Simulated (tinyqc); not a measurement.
Length of a molecular wire: coherent transport through a tight-binding bridge. Computed by the program tinyqc. 

A uniform bridge between two chains:

| parameter | value |
|---|---|
| site energy (eV) | 1.300000 |
| hopping in the bridge (eV) | 1.370000 |
| lead hopping (eV) | 2.590000 |
| couplings (eV) | 1, 0.63 |
| E (eV) | 0.060000 |

T = Gamma_L Gamma_R |G_1n|^2 with the self-energies of semi-infinite chains.

Transmission against length:

| sites | T | ln T |
|---|---|---|
| 2 | 7.3815e-01 | -0.3036 |
| 3 | 1.0413e-01 | -2.2621 |
| 4 | 1.5870e-01 | -1.8408 |
| 5 | 5.1239e-01 | -0.6687 |
| 6 | 9.6251e-02 | -2.3408 |
| 7 | 2.0938e-01 | -1.5636 |
| 8 | 3.3711e-01 | -1.0874 |
| 9 | 9.3313e-02 | -2.3718 |
| 10 | 2.9630e-01 | -1.2164 |

E lies inside the band of the bridge (|E - e|/2h = 0.453 < 1): T does not decay but oscillates with length, between 0.093 and 0.738 here, as levels of the bridge pass E.
